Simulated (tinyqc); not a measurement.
Capacitances against the space between lines.

Endless row of lines of width wl, height tl and space sl between grounded planes at distance hd; e2 fills the gaps beside the lines, e1 the rest. Laplace's equation is solved on meshes of 3, 6 and 12 steps per unit u and extrapolated (Aitken), which is good to about 0.2 %. C_even (all lines at 1 V) is the capacitance Cg to the planes; C_odd (neighbours in antiphase) = Cg + 4 Cc if only nearest neighbours couple, which defines Cc; total with quiet neighbours Cg + 2 Cc. Plate values 2 eps0 e1 wl/hd and eps0 e2 tl/sl.

Values chosen for this exercise: relative permittivity above and below the lines e1 = 2.7; relative permittivity between the lines e2 = 1; line width, in units u wl = 6 u; line height tl = 10 u; distance to each plane hd = 8 u.

Constants: eps0 = 8.8541878128e-12 F/m. Results are converted to the units shown.

The same in every row: plate Cg (aF/um) = 35.9.

Capacitances against the space between lines:

| sl (u) | Cg (aF/um) | Cc (aF/um) | Cg + 2 Cc (aF/um) | C_odd (aF/um) | plate Cc (aF/um) | share of coupling, 2 Cc/(Cg + 2 Cc) (%) |
|---|---|---|---|---|---|---|
| 2 | 47.1 | 68.3 | 184 | 320 | 44.3 | 74.4 |
| 4 | 56.8 | 36.6 | 130 | 203 | 22.1 | 56.3 |
| 6 | 65.0 | 23.8 | 113 | 160 | 14.8 | 42.2 |
| 8 | 72.0 | 16.5 | 105 | 138 | 11.1 | 31.5 |
| 12 | 82.3 | 8.57 | 99.4 | 117 | 7.38 | 17.2 |
| 16 | 88.7 | 4.58 | 97.9 | 107 | 5.53 | 9.36 |
| 24 | 94.7 | 1.34 | 97.3 | 100 | 3.69 | 2.75 |

As sl goes from 2 to 24, Cg rises from 47.1 to 94.7 aF/um, Cc falls from 68.3 to 1.34 aF/um and the share of coupling falls from 74.4 to 2.75 %. Cg is 1.31 times its plate value in the first row and 2.64 times in the last; for Cc the ratios are 1.54 and 0.362. Neighbours in antiphase raise the load by a factor of 1.74 and 1.03 over quiet ones. For sl = 2 the planes are farther than 0.8 of the pitch, so second neighbours couple too and Cg + 2 Cc understates the quiet load by a per cent or more.

Program tinyqc, `OMP_NUM_THREADS=1 python tinyqc.py 2790105 2790106 out.jsonl`; Intel Xeon 2.30GHz, shared host, one thread, about 1 s.
